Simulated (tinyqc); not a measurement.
From results back to parameters: interface roughness in a thin film (subband fluctuation and scattering). Three cases, with inputs chosen for the exercise.

Problem. The screened mobility was computed from a hidden rms height D.

Gaussian roughness spectrum S(q) = pi D^2 Lc^2 exp(-q^2 Lc^2/4). Degenerate gas, taken to fill one subband (the second starts to fill once c kF^2/md exceeds E2 - E1, which is not tested here): kF = sqrt(2 pi Ns/gv), q = 2 kF sin(theta/2), 1/tau = (md/(2 pi c hbar)) G^2 times the integral from 0 to pi of S(q)(1 - cos theta)/eps(q)^2 dtheta, eps(q) = 1 + qs/q with screening (qs = gv md q0/(c eps), q0 = e^2/(4 pi eps0), form factors left out, which overstates the screening; other scattering is left out too, so these values lie far above measured mobilities in all but the thinnest films) or 1 without; mobility = tau c2/md with c2 = e/m0 = 1.75882e15 cm^2/(V s^2); 1e12/cm^2 = 1e-4/angstrom^2.

Constants: hbar^2/2m0 = 3.80998211 eV angstrom^2; hbar = 6.58211957e-16 eV s; e^2/(4 pi eps0) = 14.39964547 eV angstrom.

Find: mobility for D = 1 angstrom; D.

Method. The mobility goes as 1/D^2, so D is the square root of the ratio. One value fixes only D^2 times a function of Lc; a second density is needed to part the two.

Case 1.

Values chosen (near those of a thin Ge channel on (111), one valley; not measured data): md = 0.08 m0 (mass in the plane); gv = 1 (valleys); Lc = 26 angstrom (correlation length); Ns = 2.4 x 1e12/cm^2 (sheet density); eps = 12.2 (mean dielectric constant at the channel).

G = |dE1/dt| = 1.5981 meV/angstrom
mobility = 183578 cm^2/(V s)

Solution.

mobility for D = 1 angstrom = 1.057e+06 cm^2/(V s)
D = 2.40 angstrom

Case 2.

Values chosen (near those of a thin Ge channel on (111), one valley; not measured data): md = 0.084 m0 (mass in the plane); gv = 1 (valleys); Lc = 44 angstrom (correlation length); Ns = 2 x 1e12/cm^2 (sheet density); eps = 12.4 (mean dielectric constant at the channel).

G = |dE1/dt| = 7.0964 meV/angstrom
mobility = 33270.0 cm^2/(V s)

Solution.

mobility for D = 1 angstrom = 4.791e+04 cm^2/(V s)
D = 1.20 angstrom

Case 3.

Values chosen (near those of a thin Si channel on (100), two-fold valleys; not measured data): md = 0.194 m0 (mass in the plane); gv = 2 (valleys); Lc = 12 angstrom (correlation length); Ns = 1.7 x 1e12/cm^2 (sheet density); eps = 8.1 (mean dielectric constant at the channel).

G = |dE1/dt| = 8.2214 meV/angstrom
mobility = 208859 cm^2/(V s)

Solution.

mobility for D = 1 angstrom = 2.527e+05 cm^2/(V s)
D = 1.10 angstrom

Computed by tinyqc, one run a case: `OMP_NUM_THREADS=1 python tinyqc.py N N+1 out.jsonl` with N = 1252087, 1252096, 1252120; one thread of a shared Intel(R) Xeon(R) Processor @ 2.30GHz, about 0.01 s a run at most.
